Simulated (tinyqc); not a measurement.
Raising the field: Wannier-Stark ladder of a miniband.

One state in each well j = -(Nw - 1)/2 ... (Nw - 1)/2: H_jj = j e F d, H_(j,j+1) = -W/4; 1 kV/cm = 0.01 meV/angstrom. In an infinite chain the levels are j e F d and the state of well 0 has amplitude J_j(x) in size on well j, x = W/(2 e F d).

Parameters, chosen for this exercise (near those of a GaAs/AlGaAs superlattice; not measured data): W = 15 meV (miniband width); d = 91 angstrom (period); Nw = 7 (wells); Fs = (2, 2.8, 3.8, 5.4, 8.3, 14, 31) kV/cm (fields).

Infinite-chain weights beside the middle spacing of the finite stack.

Results:

| F (kV/cm) | e F d (meV) | x | J_0^2 | J_1^2 | J_2^2 | middle spacing/(e F d) |
|---|---|---|---|---|---|---|
| 2.0 | 1.82 | 4.121 | 0.149 | 0.012 | 0.111 | 1.5177 |
| 2.8 | 2.55 | 2.943 | 0.058 | 0.129 | 0.235 | 1.1854 |
| 3.8 | 3.46 | 2.169 | 0.016 | 0.314 | 0.151 | 1.0556 |
| 8.3 | 7.55 | 0.993 | 0.590 | 0.192 | 0.013 | 1.0010 |
| 14 | 12.74 | 0.589 | 0.838 | 0.079 | 0.002 | 1.0001 |
| 31 | 28.21 | 0.266 | 0.965 | 0.017 | 0.000 | 1.0000 |

Give the missing row, F (kV/cm) = 5.4.

Computed row:
```
F (kV/cm)  e F d (meV)      x  J_0^2  J_1^2  J_2^2  middle spacing/(e F d)
5.4               4.91  1.526  0.247  0.315  0.057                  1.0105
```

J_0 vanishes at x = 2.405, F = 3.4 kV/cm, where the line at j = 0 disappears; J_0^2 overtakes J_1^2 for good at x = 1.435, F = 5.7 kV/cm, and reaches 0.97 in the last row. The 7 wells reproduce the middle spacing of the even ladder to 1 % from 8.3 kV/cm on, where the swing W/(e F d) = 2x is 2.0 periods. The lines are seen apart only where e F d exceeds their width, usually a few meV.

Program tinyqc; command `OMP_NUM_THREADS=1 python tinyqc.py 1251169 1251170 out.jsonl`; about 0.04 s on one thread of a shared Intel(R) Xeon(R) Processor @ 2.30GHz.
